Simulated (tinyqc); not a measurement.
Inside a calculation. Method: G0W0 on RHF in the 6-31g basis, for H3+, spin multiplicity 1. One step of it, computed by the program tinyqc.

Problem. Integrals over molecular orbitals. (pq|rs) = sum C_ip C_jq C_kr C_ls (ij|kl), one index at a time.

coefficients C:
```
            MO1        MO2        MO3        MO4        MO5        MO6
1H 1s  0.257821   0.266822  -0.154044   0.758099  -0.914285   0.527974
1H 2s  0.215702   0.878500  -0.507249  -0.553463   1.193529  -0.689176
2H 1s  0.257821  -0.266822  -0.154044   0.758099   0.914285   0.527974
2H 2s  0.215702  -0.878500  -0.507249  -0.553463  -1.193529  -0.689176
3H 1s  0.257831   0.000000   0.308089   0.758311   0.000000  -1.055629
3H 2s  0.215707   0.000000   1.014470  -0.553764   0.000000   1.378119
```

core Hamiltonian H = T + V (hartree), lower triangle:
```
           1H 1s      1H 2s      2H 1s      2H 2s      3H 1s      3H 2s
1H 1s  -1.106881
1H 2s  -1.040317  -1.198576
2H 1s  -0.317727  -0.581670  -1.106881
2H 2s  -0.581670  -0.885486  -1.040317  -1.198576
3H 1s  -0.317775  -0.581711  -0.317775  -0.581711  -1.106901
3H 2s  -0.581706  -0.885519  -0.581706  -0.885519  -1.040330  -1.198589
```

Two-electron integrals (ij|kl) in chemists' order, unique and non-zero (hartree):
```
(11|11) 1.076566   (21|11) 0.578470   (21|21) 0.329423   (22|11) 0.587396
(22|21) 0.361304   (22|22) 0.453150   (31|11) 0.092980   (31|21) 0.055490
(31|22) 0.065216   (31|31) 0.014718   (32|11) 0.158511   (32|21) 0.100804
(32|22) 0.134318   (32|31) 0.030085   (32|32) 0.075778   (33|11) 0.423051
(33|21) 0.275798   (33|22) 0.389200   (33|31) 0.092980   (33|32) 0.267838
(33|33) 1.076566   (41|11) 0.267838   (41|21) 0.153993   (41|22) 0.171481
(41|31) 0.030085   (41|32) 0.056384   (41|33) 0.158511   (41|41) 0.075778
(42|11) 0.333344   (42|21) 0.208013   (42|22) 0.269570   (42|31) 0.046652
(42|32) 0.106511   (42|33) 0.333344   (42|41) 0.106511   (42|42) 0.185319
(43|11) 0.275798   (43|21) 0.178670   (43|22) 0.249948   (43|31) 0.055490
(43|32) 0.153993   (43|33) 0.578470   (43|41) 0.100804   (43|42) 0.208013
(43|43) 0.329423   (44|11) 0.389200   (44|21) 0.249948   (44|22) 0.347773
(44|31) 0.065216   (44|32) 0.171481   (44|33) 0.587396   (44|41) 0.134318
(44|42) 0.269570   (44|43) 0.361304   (44|44) 0.453150   (51|11) 0.092999
(51|21) 0.055501   (51|22) 0.065228   (51|31) 0.011254   (51|32) 0.021842
(51|33) 0.061052   (51|41) 0.027882   (51|42) 0.041632   (51|43) 0.039303
(51|44) 0.053382   (51|51) 0.014724   (52|11) 0.158528   (52|21) 0.100814
(52|22) 0.134330   (52|31) 0.021840   (52|32) 0.048515   (52|33) 0.143019
(52|41) 0.051658   (52|42) 0.090803   (52|43) 0.092034   (52|44) 0.126317
(52|51) 0.030093   (52|52) 0.075788   (53|11) 0.061052   (53|21) 0.039303
(53|22) 0.053382   (53|31) 0.011254   (53|32) 0.027882   (53|33) 0.092999
(53|41) 0.021842   (53|42) 0.041632   (53|43) 0.055501   (53|44) 0.065228
(53|51) 0.011256   (53|52) 0.027883   (53|53) 0.014724   (54|11) 0.143019
(54|21) 0.092034   (54|22) 0.126317   (54|31) 0.021840   (54|32) 0.051658
(54|33) 0.158528   (54|41) 0.048515   (54|42) 0.090803   (54|43) 0.100814
(54|44) 0.134330   (54|51) 0.027883   (54|52) 0.073881   (54|53) 0.030093
(54|54) 0.075788   (55|11) 0.423070   (55|21) 0.275810   (55|22) 0.389212
(55|31) 0.061044   (55|32) 0.143012   (55|33) 0.423070   (55|41) 0.143012
(55|42) 0.271644   (55|43) 0.275810   (55|44) 0.389212   (55|51) 0.092999
(55|52) 0.267857   (55|53) 0.092999   (55|54) 0.267857   (55|55) 1.076566
(61|11) 0.267857   (61|21) 0.154004   (61|22) 0.171494   (61|31) 0.027878
(61|32) 0.051657   (61|33) 0.143015   (61|41) 0.073876   (61|42) 0.102565
(61|43) 0.092031   (61|44) 0.126315   (61|51) 0.030093   (61|52) 0.056393
(61|53) 0.021843   (61|54) 0.051661   (61|55) 0.158528   (61|61) 0.075788
(62|11) 0.333361   (62|21) 0.208024   (62|22) 0.269583   (62|31) 0.041626
(62|32) 0.090799   (62|33) 0.271648   (62|41) 0.102564   (62|42) 0.172398
(62|43) 0.173149   (62|44) 0.236217   (62|51) 0.046662   (62|52) 0.106523
(62|53) 0.041633   (62|54) 0.102570   (62|55) 0.333361   (62|61) 0.106523
(62|62) 0.185334   (63|11) 0.143015   (63|21) 0.092031   (63|22) 0.126315
(63|31) 0.027878   (63|32) 0.073876   (63|33) 0.267857   (63|41) 0.051657
(63|42) 0.102565   (63|43) 0.154004   (63|44) 0.171494   (63|51) 0.021843
(63|52) 0.051661   (63|53) 0.030093   (63|54) 0.056393   (63|55) 0.158528
(63|61) 0.048516   (63|62) 0.090805   (63|63) 0.075788   (64|11) 0.271648
(64|21) 0.173149   (64|22) 0.236217   (64|31) 0.041626   (64|32) 0.102564
(64|33) 0.333361   (64|41) 0.090799   (64|42) 0.172398   (64|43) 0.208024
(64|44) 0.269583   (64|51) 0.041633   (64|52) 0.102570   (64|53) 0.046662
(64|54) 0.106523   (64|55) 0.333361   (64|61) 0.090805   (64|62) 0.172404
(64|63) 0.106523   (64|64) 0.185334   (65|11) 0.275810   (65|21) 0.178677
(65|22) 0.249955   (65|31) 0.039298   (65|32) 0.092029   (65|33) 0.275810
(65|41) 0.092029   (65|42) 0.173146   (65|43) 0.178677   (65|44) 0.249955
(65|51) 0.055501   (65|52) 0.154004   (65|53) 0.055501   (65|54) 0.154004
(65|55) 0.578470   (65|61) 0.100814   (65|62) 0.208024   (65|63) 0.100814
(65|64) 0.208024   (65|65) 0.329423   (66|11) 0.389212   (66|21) 0.249955
(66|22) 0.347781   (66|31) 0.053373   (66|32) 0.126310   (66|33) 0.389212
(66|41) 0.126310   (66|42) 0.236211   (66|43) 0.249955   (66|44) 0.347781
(66|51) 0.065228   (66|52) 0.171494   (66|53) 0.065228   (66|54) 0.171494
(66|55) 0.587396   (66|61) 0.134330   (66|62) 0.269583   (66|63) 0.134330
(66|64) 0.269583   (66|65) 0.361304   (66|66) 0.453150
```

Give: one-electron integrals over orbitals h = C^T H C; Two-electron integrals over orbitals.

Solution.

one-electron integrals over orbitals h = C^T H C (hartree), lower triangle:
```
        1       2       3       4       5       6
1  -1.497
2   0.000  -1.026
3   0.000   0.000  -1.026
4  -0.096   0.000   0.000  -0.185
5   0.000   0.173   0.000   0.000  -0.209
6   0.000   0.000   0.173   0.000   0.000  -0.209
```

Two-electron integrals over orbitals (pq|rs), unique and non-zero (hartree):
```
(11|11) 0.518       (21|21) 0.108       (22|11) 0.437       (22|22) 0.439
(31|11) 6.06e-06    (31|22) -0.059      (31|31) 0.108       (32|21) -0.059
(32|32) 0.044       (33|11) 0.437       (33|22) 0.352       (33|31) 0.059
(33|33) 0.439       (41|11) 0.096       (41|22) 0.065       (41|31) 9.78e-06
(41|33) 0.065       (41|41) 0.058       (42|21) 0.023       (42|32) -0.015
(42|42) 0.036       (43|11) 1.70e-05    (43|22) -0.015      (43|31) 0.023
(43|33) 0.015       (43|41) 1.44e-05    (43|43) 0.036       (44|11) 0.435
(44|22) 0.384       (44|31) 3.03e-05    (44|33) 0.384       (44|41) 0.072
(44|43) 1.96e-05    (44|44) 0.394       (51|21) -0.061      (51|32) 0.037
(51|42) -0.043      (51|51) 0.067       (52|11) -0.117      (52|22) -0.099
(52|31) 0.040       (52|33) -0.061      (52|41) -0.060      (52|43) 0.025
(52|44) -0.088      (52|52) 0.095       (53|21) 0.040       (53|32) -0.019
(53|42) 0.025       (53|51) -0.039      (53|53) 0.028       (54|21) -0.105
(54|32) 0.059       (54|42) -0.031      (54|51) 0.071       (54|53) -0.045
(54|54) 0.118       (55|11) 0.464       (55|22) 0.453       (55|31) -0.074
(55|33) 0.360       (55|41) 0.095       (55|43) -0.031      (55|44) 0.414
(55|52) -0.143      (55|55) 0.514       (61|11) 8.24e-06    (61|22) 0.037
(61|31) -0.061      (61|33) -0.037      (61|41) -3.09e-06   (61|43) -0.043
(61|44) -1.05e-05   (61|52) -0.039      (61|55) 0.059       (61|61) 0.067
(62|21) 0.040       (62|32) -0.019      (62|42) 0.025       (62|51) -0.039
(62|53) 0.026       (62|54) -0.045      (62|62) 0.028       (63|11) -0.117
(63|22) -0.061      (63|31) -0.040      (63|33) -0.099      (63|41) -0.060
(63|43) -0.025      (63|44) -0.088      (63|52) 0.041       (63|55) -0.076
(63|61) 0.039       (63|63) 0.095       (64|11) -7.49e-06   (64|22) 0.059
(64|31) -0.105      (64|33) -0.059      (64|41) -1.28e-05   (64|43) -0.031
(64|44) -3.44e-05   (64|52) -0.045      (64|55) 0.084       (64|61) 0.071
(64|63) 0.045       (64|64) 0.118       (65|21) -0.074      (65|32) 0.046
(65|42) -0.031      (65|51) 0.059       (65|53) -0.033      (65|54) 0.084
(65|62) -0.033      (65|65) 0.066       (66|11) 0.464       (66|22) 0.360
(66|31) 0.074       (66|33) 0.453       (66|41) 0.095       (66|43) 0.031
(66|44) 0.414       (66|52) -0.076      (66|55) 0.381       (66|61) -0.059
(66|63) -0.143      (66|64) -0.084      (66|66) 0.514
```
